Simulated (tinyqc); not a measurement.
Input admittance of a MOSFET at zero drain bias: distributed channel and distributed gate: two steps of the calculation.

Source and drain grounded, strong inversion, w = 2 pi f, Cox = eps0 eox/tox. The channel is an RC line of resistance 1/(mu Cox Vo) per square fed from both ends, so one finger has the intrinsic admittance y = i w Cox L tanh(g)/g per width, g = (1/2) sqrt(i w tau), tau = L^2/(mu Vo). The vertical resistance rv/L is in series with y, the overlaps 2 i w Cov in parallel: y_t = 1/(1/y + rv/L) + 2 i w Cov. The gate strip is a line of Rsh/L per length loaded by y_t, so a finger has Y = y_t Wf tanh(k)/k, k = (Wf/sd) sqrt(y_t Rsh/L); the device has Nf Y.

Values chosen for this exercise; values of the order met in silicon radio-frequency transistors:
- eox = 3.9 (relative permittivity of the gate insulator (close to silicon dioxide))
- tox = 1.8 nm (insulator thickness)
- L = 1 um (channel length)
- Wf = 0.8 um (finger width)
- Nf = 64 (number of fingers)
- mu = 180 cm^2/(V s) (channel mobility)
- Vo = 0.62 V (gate overdrive)
- Rsh = 8.3 ohm/square (sheet resistance of the gate)
- rv = 0 ohm um^2 (vertical resistivity of the gate stack)
- sd = 1 (number of ends at which a finger is contacted)
- Cov = 0.2 fF/um (overlap and fringe capacitance on each side)
- f = 6.5 GHz (frequency)

Constants: eps0 = 8.8541878128e-14 F/cm where lengths are in cm. Results are converted to the units shown.

Problem 1. Low-frequency resistances and capacitance. Low-frequency limits, with c = Cox L and ct = c + 2 Cov: R_strip = Rsh Wf/(3 sd^2 L Nf), R_ch = (c/ct)^2 L/(12 mu Cox Vo Wf Nf), R_vert = (c/ct)^2 rv/(L Wf Nf), C = ct Wf Nf.

Wanted: parts; sum; C; 1/(2 pi R C).

Solution 1.

parts (ohm): strip 0.034583, channel 7.2949, vertical 0
sum = 7.3295 ohm
C = 1002.7 fF
1/(2 pi R C) = 21.656 GHz

The channel term is the largest, 99.5 % of the sum.

Problem 2. Input impedance of the device. k and Y as defined; Z = 1/(Nf Y) = R + 1/(i w C); Q = |Im Z|/R; signal at the point farthest from a contact |1/cosh k|.

y_t = 210.46908+722.94089i uS/um

Find: k; Nf Y; R; C; Q; signal at the far point.

Solution 2.

k = 0.050585+0.037958i
Nf Y = 10.819+36.987i mS
R = 7.2853 ohm
C = 983.13 fF
Q = 3.4186
signal at the far point = 0.99944

tinyqc, about 0.01 s, one thread, Intel Xeon 2.30GHz (shared host): `OMP_NUM_THREADS=1 python tinyqc.py 2262073 2262074 out.jsonl`
